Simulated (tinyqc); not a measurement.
What each setting does: recursion (Haydock) method for the local density of states: impurity site of a square lattice.

One orbital a site at energy 0, hopping -t to the 4 nearest neighbours of a square lattice; the start u0 is a site in the bulk, with energy V. Recursion: a_n = <u_n|H|u_n>, b_(n+1) u_(n+1) = (H - a_n) u_n - b_n u_(n-1), b > 0. G(z) = 1/(z - a0 - b1^2/(z - a1 - b2^2/(...))), z = E + i eta. After n levels the tail is b_n^2 T with the square-root terminator T = (z - sqrt(z - 2b) sqrt(z + 2b))/(2 b^2), b = 2t so that the band edges lie at -/+ 4t.

Values chosen for the exercise: t = 1.45 eV (hopping); V = 4.7 eV (shift of the starting site); n = 6 (levels kept); E = -2.18 eV (energy); eta = 0.072 eV (broadening).

G at z = E + i eta with n levels and terminator.

One parameter was then changed.

Results before and after:

| case | Re G (1/eV) | density (1/eV) |
|---|---|---|
| base | -0.1313 | 0.0174 |
| changed | -0.1321 | 0.0176 |

Which of these changes was made? (a) t = 1.595 eV; (b) E = -1.89 eV; (c) V = 5.2 eV; (d) eta = 0.144 eV; (e) n = 7.

Answer: (e) n = 7. Of the candidates, run in turn, only this one gives the changed row.

All candidates:

| case | Re G (1/eV) | density (1/eV) |
|---|---|---|
| base | -0.1313 | 0.0174 |
| t = 1.595 eV | -0.1268 | 0.0178 |
| V = 5.2 eV | -0.1245 | 0.0153 |
| n = 7 | -0.1321 | 0.0176 |
| E = -1.89 eV | -0.1339 | 0.0174 |
| eta = 0.144 eV | -0.1312 | 0.0175 |

Computed by tinyqc, a small Python program: `OMP_NUM_THREADS=1 python tinyqc.py 1480799 1480800 out.jsonl` (the numbers bound the seed that draws the inputs); one thread of a shared host (Intel(R) Xeon(R) Processor @ 2.30GHz), about 0.01 s for the whole set of steps.
